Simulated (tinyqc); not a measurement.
Comparisons within one model: bond unit of a tetrahedral oxide and its oxygen vacancy in tight binding. A value that a table varies takes the place of the one given here.

Two sp3 hybrids h1, h2 at eh = (es + 3 ep)/4 point at one oxygen with orbitals s, px, py, pz; x joins the two cations, z bisects the angle phi, and th = (180 - phi)/2. With u = hbar^2/(m d^2) = 2c/d^2, c = hbar^2/2m0: Vhs = -(1.32 + sqrt3 x 1.42) u/2 and Vhp = (1.42 + sqrt3 x 2.22) u/2. <h|s> = Vhs for both; <h1|px> = Vhp cos(th), <h2|px> = -Vhp cos(th); <h|pz> = Vhp sin(th) for both; py is a lone pair. The unit holds 8 electrons. Coupling between units, which widens the levels into bands, is left out.

Without the oxygen the two hybrids face each other at distance R and couple by -V2, V2 = 3.22 x 2c/R^2, c = hbar^2/2m0: a bond at eh - V2 with two electrons and an antibond at eh + V2. Levels are measured from eop, the lone-pair level that stands for the top of the valence band.

Constants: hbar^2/2m0 = 3.80998211 eV angstrom^2.

Parameters, chosen for this exercise (near tabulated values for SiO2; the results hold for these values, not for the real material):

| symbol | value | unit | meaning |
|---|---|---|---|
| es | -14.63 | eV | s level of the cation |
| ep | -7.48 | eV | p level of the cation |
| eos | -33.43 | eV | s level of oxygen |
| eop | -16.68 | eV | p level of oxygen |
| d | 1.61 | angstrom | cation-oxygen distance |
| phi | 161 | degrees | bond angle at oxygen |
| R | 2.33 | angstrom | cation-cation distance across the vacancy |

## Bond angle at oxygen

phi is varied at fixed d. Levels above eop; cation-cation distance 2 d cos(th); band energy is twice the sum of the four filled levels, relative to phi = 180; excess on O is the number of electrons on oxygen less 6.

Against phi:

| phi (deg) | distance (angstrom) | level 2 | level 3 | level 5 | level 6 | excess on O | band energy (eV) |
|---|---|---|---|---|---|---|---|
| 110 | 2.638 | -5.995 | -2.713 | 12.633 | 13.407 | 0.899 | -2.073 |
| 120 | 2.789 | -6.471 | -2.168 | 12.043 | 13.883 | 0.926 | -1.845 |
| 130 | 2.918 | -6.883 | -1.630 | 11.466 | 14.295 | 0.963 | -1.515 |
| 140 | 3.026 | -7.226 | -1.122 | 10.925 | 14.638 | 1.009 | -1.120 |
| 150 | 3.110 | -7.496 | -0.673 | 10.450 | 14.909 | 1.060 | -0.709 |
| 160 | 3.171 | -7.691 | -0.315 | 10.072 | 15.104 | 1.109 | -0.345 |
| 170 | 3.208 | -7.809 | -0.081 | 9.827 | 15.222 | 1.145 | -0.091 |
| 180 | 3.220 | -7.849 | 0.000 | 9.742 | 15.261 | 1.159 | 0.000 |

Bending moves coupling from px to pz: level 2 rises from -7.85 to -5.99 eV and level 3 falls from 0.00 to -2.71 eV between 180 and 110 degrees. The lowest empty level is lowest at 180 degrees (9.74 eV) and highest at 110 (12.63 eV), so a spread of angles in a glass smears the conduction edge. The band energy is lowest at 110 degrees of those listed (-2.07 eV); the repulsion of the cations, not included, opposes bending.

## The vacancy as the cations move

R is varied; eh = (es + 3 ep)/4. The last two columns are the band energies of the bond with two electrons, -2 V2, and with one, -V2.

Against R (eV):

| R (angstrom) | V2 | bond level | antibond level | two electrons | one electron |
|---|---|---|---|---|---|
| 2.20 | 5.069 | 2.343 | 12.482 | -10.139 | -5.069 |
| 2.35 | 4.443 | 2.970 | 11.855 | -8.886 | -4.443 |
| 2.50 | 3.926 | 3.487 | 11.338 | -7.852 | -3.926 |
| 2.70 | 3.366 | 4.047 | 10.778 | -6.731 | -3.366 |
| 3.00 | 2.726 | 4.686 | 10.139 | -5.453 | -2.726 |
| 3.30 | 2.253 | 5.159 | 9.666 | -4.506 | -2.253 |
| 3.70 | 1.792 | 5.620 | 9.205 | -3.585 | -1.792 |
| 4.20 | 1.391 | 6.022 | 8.803 | -2.782 | -1.391 |

The bond level rises from 2.34 eV at 2.2 to 6.02 eV at 4.2 angstrom, towards the lone hybrid at 7.41 eV. Taking one electron away halves the pull between the cations (at 2.5 angstrom from 6.28 to 3.14 eV/angstrom), so the positive vacancy relaxes outward and its level moves up: capture and release of a hole take place at different energies.

## What each value does

Spacing from the highest filled to the lowest empty level, excess electrons on oxygen (their number less 6), and the vacancy bond level eh - V2 - eop, V2 = 3.22 x 2c/R^2. Each row changes one parameter from the base and keeps the others.

Results:

| case | spacing (eV) | excess on O | vacancy level (eV) |
|---|---|---|---|
| base | 10.0413 | 1.1131 | 2.8929 |
| es = -14.13 eV | 10.1531 | 1.1202 | 3.0179 |
| ep = -6.98 eV | 10.3772 | 1.1344 | 3.2679 |
| eos = -31.43 eV | 10.2055 | 1.0940 | 2.8929 |
| eop = -16.18 eV | 9.5565 | 1.0881 | 2.3929 |
| d = 1.65 angstrom | 9.8196 | 1.1411 | 2.8929 |
| phi = 153 degrees | 10.3245 | 1.0749 | 2.8929 |
| R = 2.48 angstrom | 10.0413 | 1.1131 | 3.4231 |

The largest shifts from the base row, up to three for each result and ties (the steps differ in size, so this ranks the rows, not the parameters). spacing (eV): eop -0.4848, ep +0.3359, phi +0.2832; unchanged at the printed digits by R. excess on O: phi -0.0381, d +0.0281, eop -0.0250; unchanged at the printed digits by R. vacancy level (eV): R +0.5302, eop -0.5000, ep +0.3750; unchanged at the printed digits by eos, d and phi.

(tinyqc, `OMP_NUM_THREADS=1 python tinyqc.py 1482042 1482043 out.jsonl`, Intel(R) Xeon(R) Processor @ 2.30GHz, 1 thread, shared host, about 0.01 s.)
